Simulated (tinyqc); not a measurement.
From results back to parameters: zigzag graphene nanoribbon in tight binding. Four cases, with inputs chosen for the exercise.

Problem. The edge state of a wide zigzag ribbon has weight 1 - x^2 on the edge site, x = 2 cos(k/2), and its amplitude falls by x from chain to chain, 1.5 acc apart. The weight below belongs to a hidden k between 2 pi/3 and pi.

Find: k; decay length.

Method. x = sqrt(1 - weight), k = 2 arccos(x/2), decay length = -1.5 acc/ln x.

Case 1.

Values chosen (out of a larger set: near those used for graphene; not measured data): acc = 1.42 angstrom (bond length).

edge weight = 0.322080

Solution.

k = 2.293
decay length = 10.959 angstrom

Case 2.

Values chosen (out of a larger set: near those used for graphene; not measured data): acc = 1.42 angstrom (bond length).

edge weight = 0.964912

Solution.

k = 2.954
decay length = 1.272 angstrom

Case 3.

Values chosen (out of a larger set: near those used for graphene; not measured data): acc = 1.42 angstrom (bond length).

edge weight = 0.653385

Solution.

k = 2.544
decay length = 4.021 angstrom

Case 4.

Values chosen (out of a larger set: near those used for graphene; not measured data): acc = 1.42 angstrom (bond length).

edge weight = 0.593869

Solution.

k = 2.493
decay length = 4.728 angstrom

Computed by tinyqc, one run a case: `OMP_NUM_THREADS=1 python tinyqc.py N N+1 out.jsonl` with N = 1450091, 1450243, 1450328, 1450718; one thread of a shared Intel(R) Xeon(R) Processor @ 2.30GHz, about 0.01 s a run at most.
